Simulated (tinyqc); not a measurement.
## Insulator thickness and V0 from two charges

Problem. In an undoped wire Vg - V0 = Q/Cox + Vt ln(Q/Q0) + Vt ln(1 + Q/Q0) at the source, with Q0 = 4 eps0 eps_r Vt/R and Cox = eps0 eox/(R ln(1 + tox/R)). Find Cox, tox and V0.

Values chosen for this exercise; material values close to those of silicon: temperature T = 300 K; relative permittivity of the semiconductor eps_r = 11.8; relative permittivity of the gate insulator eox = 25.6; wire radius R = 6 nm.

Constants: q = 1.602176634e-19 C, kB = 1.380649e-23 J/K, Vt = kB T/q, eps0 = 8.8541878128e-14 F/cm where lengths are in cm. Results are converted to the units shown.

Qs at Vg = 0.7 and 1.1 V (nC/cm^2): [747.16643, 1962.3524]

Solution. The two equations are linear in 1/Cox and V0; tox follows by inverting the logarithm.

Cox = 3.439 uF/cm^2
tox = 12.00 nm
V0 = 0.4036 V

Numbers from tinyqc (`OMP_NUM_THREADS=1 python tinyqc.py 2460014 2460015 out.jsonl`; about 0.02 s on one thread of a shared Intel Xeon 2.30GHz).
